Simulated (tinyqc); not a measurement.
# Strain, valley repopulation and piezoresistance in a many-valley conduction band, step by step

A worked calculation. Computed by tinyqc, a small Python program that keeps every step. Command: `OMP_NUM_THREADS=1 python tinyqc.py 3004643 3004644 out.jsonl valleys walk`. One thread of a shared host (Intel(R) Xeon(R) Processor @ 2.30GHz), about 0.01 s of CPU time with the checks. Intermediate numbers are printed to about 5 digits and carried at full precision; extremes and crossings named in words are read from the listed rows.

Valleys are ellipsoids with mass m_l along the axis a and m_t across it, parabolic, with one constant relaxation time; strain shifts the valleys and leaves the masses alone. Currents are taken along [100], in the plane, and along [001], across the plane.

Inputs (values chosen for the exercise, for a model crystal):
```
quantity                               value    unit
longitudinal mass m_l                   1.25     m_0
transverse mass m_t                   0.0903     m_0
shear deformation potential Xi_u          17      eV
dilation deformation potential Xi_d     -4.8      eV
C11                                      126     GPa
C12                                     48.8     GPa
C44                                     61.6     GPa
stress X (tension positive)             -120     MPa
electron density n                   4.7e+19  1/cm^3
relaxation time tau                      170      fs
temperature T                            200       K
```

Valley axes: <111> (4 valleys). Load: biaxial in the (001) plane.

Constants: k_B = 8.617333262e-05 eV/K; m_0 = 9.1093837015e-31 kg; k_B = 1.380649e-23 J/K; hbar = 1.054571817e-34 J s; e = 1.602176634e-19 C.

## Strain

Compliances S11 = (C11 + C12)/((C11 - C12)(C11 + 2 C12)), S12 = -C12/((C11 - C12)(C11 + 2 C12)), S44 = 1/C44; stress sigma_xx = sigma_yy = X, all else 0; e_xx = S11 sigma_xx + S12 (sigma_yy + sigma_zz), e_xy = S44 sigma_xy/2 (tensor strain).

strain tensor (%):
```
           x          y         z
x  -0.087592   0.000000  0.000000
y   0.000000  -0.087592  0.000000
z   0.000000   0.000000  0.067849
```

## Valley shifts

Herring-Vogt shift of a valley with unit axis a: dE = Xi_d tr(e) + Xi_u a.e.a.

shifts dE (meV): [111] -0.93023, [-111] -0.93023, [1-11] -0.93023, [11-1] -0.93023

splitting (highest minus lowest) = 0 meV

All valleys make the same angle with this load, so they shift alike and nothing repopulates.

## Populations

Each of the 4 valleys holds n_v = N_v (2/sqrt(pi)) F_1/2((E_F - dE_v)/(k_B T)), N_v = 2 (m_d k_B T/(2 pi hbar^2))^(3/2), m_d = (m_l m_t^2)^(1/3); E_F solves sum n_v = n and is counted from the unstrained edge. F_j(eta) = int_0^infinity x^j/(1 + exp(x - eta)) dx, without a gamma-function factor. It is evaluated after integrating by parts. Integrals over x = E/(k_B T) use 160 Gauss-Legendre points in u = sqrt(x) from 0 to sqrt(max(eta, 0) + 32).

Fermi level E_F = 82.970 meV

share of the electrons: [111] 0.25, [-111] 0.25, [1-11] 0.25, [11-1] 0.25

## Mobility tensor and resistance change

Mobility tensor mu = e tau sum_v (n_v/n) [1/m_t + (1/m_l - 1/m_t) a a^T]; unstrained mu_0 = e tau (1/m_l + 2/m_t)/3; resistivity along d from the inverse tensor, rho_d = d.mu^-1.d/(n e), mobility along d = 1/(d.mu^-1.d); gauge pi_d = (rho_d/rho_0 - 1)/X.

mobility tensor (cm^2/(V s)):
```
        x       y       z
x  2287.2     0.0     0.0
y     0.0  2287.2     0.0
z     0.0     0.0  2287.2
```

unstrained mobility mu_0 = 2287.2 cm^2/(V s)

mobility along the first direction = 2287.2 cm^2/(V s)

mobility along the second direction = 2287.2 cm^2/(V s)

resistance change along the first direction = 0 %

resistance change along the second direction = 0 %

The mobility lies between e tau/m_l = 239 and e tau/m_t = 3310; the trace stays at 3 mu_0.

## Linear piezoresistance coefficients

With eta_0 the reduced Fermi level without strain, r = F_-1/2(eta_0)/(2 F_1/2(eta_0)) (1 for a classical gas) and c = r (Xi_u/k_B T) (m_l - m_t)/(2 m_l + m_t): pi44 = -c S44/3, pi11 = pi12 = 0.

eta_0 = 4.8681

degeneracy factor r = 0.28605

pi11 = 0 1e-11/Pa

pi12 = 0 1e-11/Pa

pi44 = -68.356 1e-11/Pa

Degeneracy lowers the coefficients to 29 % of the classical value.

Checks made by the program: trace of the tensor against 3 mu_0 (relative difference below 1e-10); linear coefficients against the full calculation at 0.01 MPa (relative difference below 1e-10).
